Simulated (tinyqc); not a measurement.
Inside a calculation. Method: plane-wave Kohn-Sham cycle with exchange-only LDA in a layered model solid. One step of it, computed by the program tinyqc.

Question. Iteration 1: Hamiltonian at one k. H(m,m') = (k + G_m)^2/2 delta + V(G_m - G_m'), with V(-G) = V(G).

A solid whose potential varies along x alone (atomic units):

| parameter | value |
|---|---|
| period a | 12.700000 |
| cross-section of the cell | 16.000000 |
| electrons per cell | 2 |
| grid points | 16 |
| plane waves -n..n, n | 2 |
| k points | 2 |
| V1 in V1 cos(2 pi x/a) | -0.600000 |
| V2 in V2 cos(4 pi x/a) | -0.030000 |

V(G_m), m = 0, 1, 2, ... (hartree): -0.211037  -0.300000  -0.015000  0.000000  0.000000

k = 0.250000 2 pi / a

Give: H.

Answer.

H (hartree), lower triangle:
```
         -2       -1       +0       +1      +2
-2   0.1638
-1  -0.3000  -0.1422
+0  -0.0150  -0.3000  -0.2034
+1   0.0000  -0.0150  -0.3000  -0.0198
+2   0.0000   0.0000  -0.0150  -0.3000  0.4085
```
